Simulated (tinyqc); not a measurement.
# Hexagonal on-chip spiral inductor, lumped pi model: effects of single changes

Outer diameter do = di + 2 n wd + 2 (n - 1) sp, mean da = (do + di)/2, fill p = (do - di)/(do + di), length l = 3.464 n da. L = 2.33 mu0 n^2 da/(1 + 3.82 p), mu0 = 4 pi 1e-7 H/m. Rs = rho l/(wd delta (1 - exp(-th/delta))), delta = sqrt(rho/(pi f mu0)). Cs = n wd^2 eps0 eo/hu across the coil. At each end Cox = l wd eps0 eo/(2 ho) leads to the substrate branch Rsi = 2 rs he/(l wd) in parallel with Csi = l wd eps0 11.7/(2 he). With one end grounded Y = 1/(Rs + i w L) + i w Cs + 1/[1/(i w Cox) + 1/(1/Rsi + i w Csi)], w = 2 pi f; Q = -Im Y/Re Y. Eddy currents in neighbouring turns and in the substrate are left out.

Values chosen for this exercise; values of the order met in silicon radio-frequency processes:
```
symbol,value,unit,meaning
n,4.5,,number of turns
wd,4,um,line width
sp,1.5,um,space between turns
di,60,um,inner diameter
th,0.9,um,metal thickness
rho,2.2,uohm cm,metal resistivity
ho,7.5,um,oxide below the coil
hu,1.2,um,oxide between coil and underpass
eo,3.9,,relative permittivity of the oxide
rs,10,ohm cm,substrate resistivity
he,80,um,effective spreading depth in the substrate
f,1.4,GHz,frequency
```

Constants: eps0 = 8.8541878128e-12 F/m. Results are converted to the units shown.

Each table varies one quantity; the others keep the values above.

## Quality factor against frequency

Apparent inductance Im(1/Y)/w; share of the loss Re(substrate branch)/Re Y.

Quality factor against frequency:

| f (GHz) | Rs (ohm) | w L/Rs | Q | apparent inductance (nH) | loss in the substrate (%) |
|---|---|---|---|---|---|
| 0.79 | 9.350 | 1.268 | 1.266 | 2.388 | 0.02506 |
| 1.3 | 9.779 | 1.995 | 1.987 | 2.391 | 0.1243 |
| 2.1 | 10.32 | 3.053 | 3.019 | 2.396 | 0.5848 |
| 3.4 | 11.04 | 4.620 | 4.462 | 2.406 | 2.399 |
| 5.6 | 12.04 | 6.980 | 6.283 | 2.430 | 7.988 |
| 9.2 | 13.38 | 10.32 | 7.865 | 2.489 | 20.03 |
| 15 | 15.18 | 14.83 | 8.097 | 2.654 | 38.68 |
| 25 | 17.76 | 21.13 | 5.925 | 3.265 | 60.66 |
| 40 | 21.01 | 28.57 | 1.837 | 6.566 | 77.11 |

Q goes from 1.27 through a maximum of 8.10 (at f = 15 GHz among the rows listed) to 1.84; the exact peak is 8.24 at 12.6 GHz and Q reaches zero at the self-resonance, 47.3 GHz. The share of the substrate rises from 0.0251 to 77.1 %, and the apparent inductance ends at 2.75 times L. At the peak the substrate takes 31.3 % of the loss. For f = 25, 40 the coil is longer than 0.15 of a wavelength in the oxide, where one lumped section is rough.

## Effect of the line width

Same model as above.

Peak Q and its frequency from a search over f; self-resonance where Im Y = 0; Q at the given f (negative beyond resonance).

Effect of the line width:

| wd (um) | L (nH) | do (um) | peak Q | f of the peak (GHz) | self-resonance (GHz) | Q at f |
|---|---|---|---|---|---|---|
| 2 | 2.540 | 88.50 | 7.814 | 23.14 | 76.62 | 1.268 |
| 4 | 2.388 | 106.5 | 8.242 | 12.56 | 47.27 | 2.123 |
| 6 | 2.342 | 124.5 | 8.165 | 8.473 | 34.33 | 2.809 |
| 9 | 2.364 | 151.5 | 7.955 | 5.544 | 24.06 | 3.682 |
| 13 | 2.472 | 187.5 | 7.765 | 3.752 | 16.79 | 4.683 |
| 18 | 2.666 | 232.5 | 7.642 | 2.697 | 11.79 | 5.741 |
| 25 | 2.985 | 295.5 | 7.550 | 1.960 | 7.924 | 6.842 |

What does the table show?

As wd goes from 2 to 25, L goes from 2.54 through a minimum of 2.34 (at wd = 6 among the rows listed) to 2.99 nH, the peak Q goes from 7.81 through a maximum of 8.24 (at wd = 4 among the rows listed) to 7.55, its frequency falls from 23.1 to 1.96 GHz and the self-resonance falls from 76.6 to 7.92 GHz.

Numbers from tinyqc (`OMP_NUM_THREADS=1 python tinyqc.py 2302226 2302227 out.jsonl`; about 0.01 s on one thread of a shared Intel Xeon 2.30GHz).
